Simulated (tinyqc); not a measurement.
Inside a calculation. Method: one-electron ion in a basis of Gaussians. One step of it, computed by the program tinyqc.

Task: Generalised eigenproblem. Solve H C = S C e through S^(-1/2); each column has its largest component positive (the first on a tie).

H = T + V (hartree):
$$\begin{pmatrix}
-0.554205 & -0.509800 & -0.311917 \\
-0.509800 & -0.731885 & -0.660557 \\
-0.311917 & -0.660557 & -0.827348
\end{pmatrix}$$

S:
$$\begin{pmatrix}
1.000000 & 0.720792 & 0.299242 \\
0.720792 & 1.000000 & 0.720666 \\
0.299242 & 0.720666 & 1.000000
\end{pmatrix}$$

Give: eigenvalues of S; eigenvalues; coefficients.

Result:

eigenvalues of S: [0.119, 0.701, 2.180]

eigenvalues (hartree): [-0.849, -0.478, -0.238]

coefficients:
$$\begin{pmatrix}
0.057 & 0.829 & -1.394 \\
0.269 & 0.330 & 2.193 \\
0.763 & -0.699 & -1.250
\end{pmatrix}$$

For Z = 4 and l = 2 the exact lowest level is -Z^2/(2 n^2) with n = l + 1: -0.888889 hartree.
